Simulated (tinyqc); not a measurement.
# On-chip interconnect, size-dependent resistivity and RC delay: what changes with what

A rectangular line between two neighbours and two ground planes. Surface and grain-boundary scattering are added to the bulk resistivity as corrections; capacitances are parallel-plate values without fringing; inductance is ignored.

Parameters, values chosen for the exercise; metal values close to those of copper: bulk resistivity rho0 = 1.63 uohm cm; bulk mean free path lam = 39.4 nm; specular share of surface scattering ps = 0.4; reflection coefficient of grain boundaries Rg = 0.53; grain size over the metal width gr = 1.5; drawn line width wd = 16 nm; aspect ratio, height over width AR = 2.2; liner on both walls and the bottom, not conducting tl = 1.9 nm; space to the neighbouring lines sp = 32 nm; dielectric height to the planes above and below hd = 21 nm; relative permittivity of the dielectric ek = 3; Miller factor of the neighbours Mf = 2; line length Lw = 280 um; driver resistance Rd = 710 ohm; load capacitance Cl = 0.23 fF; bulk resistivity of the second metal (close to cobalt) rho2 = 6.28 uohm cm; mean free path of the second metal lam2 = 11.6 nm; liner of the second metal tl2 = 0.6 nm.

Constants: eps0 = 8.8541878128e-12 F/m. Results are converted to the units shown.

Each table varies one quantity; the others keep the values above.

## Delay against the space to the neighbouring lines

Metal width x = wd - 2 tl, height y = AR wd - tl; grain boundaries (Mayadas-Shatzkes): al = (lam/(gr x)) Rg/(1 - Rg), g = 1/[1 - 3 al/2 + 3 al^2 - 3 al^3 ln(1 + 1/al)] - 1; surfaces (Fuchs-Sondheimer, thick limit): s = (3/8) lam (1 - ps)(1/x + 1/y); rho = rho0 (1 + g + s); r = rho/(x y); c = eps0 ek (2 wd/hd + 2 Mf AR wd/sp). Elmore delay tE = Rd (c Lw + Cl) + r Lw (c Lw/2 + Cl); t50 is the time at which the far end of a ladder of 30 pi sections (half capacitances at both ends, Cl at the far end, a step applied through Rd) reaches half the step; line share r Lw/(Rd + r Lw); estimate 0.69 Rd (c Lw + Cl) + 0.38 r c Lw^2 + 0.69 r Lw Cl.

The same in every row: rho (uohm cm) = 8.615; r (ohm/um) = 212.0; line share of the resistance (%) = 98.82.

Delay against the space to the neighbouring lines:
```
sp (nm)	c (fF/um)	tE (ps)	t50 (ps)	estimate (ps)
8	0.5080	4337	3285	3288
11	0.3805	3252	2463	2465
15	0.2898	2480	1879	1880
21	0.2186	1874	1420	1420
30	0.1651	1419	1075	1075
41	0.1317	1135	859.4	859.6
58	0.1050	907.1	687.1	687.0
80	0.08723	756.2	572.8	572.5
```

What does the comparison show?

As sp goes from 8 to 80, r stays at 212 ohm/um, c falls from 0.508 to 0.0872 fF/um and t50 falls from 3290 to 573 ps. t50/tE stays at 0.757, and the estimate is within 0.092 % of t50.

## Two metals against line width

Metal width x = wd - 2 tl, height y = AR wd - tl; grain boundaries (Mayadas-Shatzkes): al = (lam/(gr x)) Rg/(1 - Rg), g = 1/[1 - 3 al/2 + 3 al^2 - 3 al^3 ln(1 + 1/al)] - 1; surfaces (Fuchs-Sondheimer, thick limit): s = (3/8) lam (1 - ps)(1/x + 1/y); rho = rho0 (1 + g + s); r = rho/(x y). The second metal has rho2, lam2 and tl2 in place of rho0, lam and tl; ps, Rg, gr and AR are shared.

Result of one run:
```
wd (nm)	rho, first (uohm cm)	rho, second (uohm cm)	r, first (ohm/um)	r, second (ohm/um)	ratio second/first
22	6.3545	11.117	75.085	111.82	1.4892
```

What becomes of these results when the drawn line width wd is changed from 22 to 120 nm, all else the same?

Result of the changed run:
```
wd (nm)	rho, first (uohm cm)	rho, second (uohm cm)	r, first (ohm/um)	r, second (ohm/um)	ratio second/first
120	2.4021	7.1558	0.78871	2.2868	2.8994
```

The whole series:
```
wd (nm)	rho, first (uohm cm)	rho, second (uohm cm)	r, first (ohm/um)	r, second (ohm/um)	ratio second/first
6.5	32.093	24.666	9585.7	3397.1	0.35439
8	21.419	20.693	3248.3	1790.1	0.55109
10	15.160	17.485	1216.5	928.45	0.76320
13	10.833	14.694	440.99	444.73	1.0085
17	8.0969	12.607	172.79	216.83	1.2549
22	6.3545	11.117	75.085	111.82	1.4892
30	4.9392	9.7998	29.410	52.029	1.7691
45	3.7566	8.6153	9.3902	19.989	2.1288
70	2.9682	7.7795	2.9479	7.3712	2.5005
120	2.4021	7.1558	0.78871	2.2868	2.8994
```

The resistivity of the first metal falls from 32.1 to 2.40 uohm cm and that of the second goes from 24.7 to 7.16 uohm cm as the line widens. The products rho0 lam, which set the size effect, are 64.2 and 72.8 uohm cm nm. The two resistances cross at wd = 12.9 nm: below it the second metal gives the lower line resistance. For widths well under the mean free path the thick-limit surface term is only a guide.

Range of the model: The metal width is under the mean free path, where the thick-limit surface term and the simple sum of corrections lose accuracy.

tinyqc, about 0.01 s, one thread, Intel Xeon 2.30GHz (shared host): `OMP_NUM_THREADS=1 python tinyqc.py 2100140 2100141 out.jsonl`
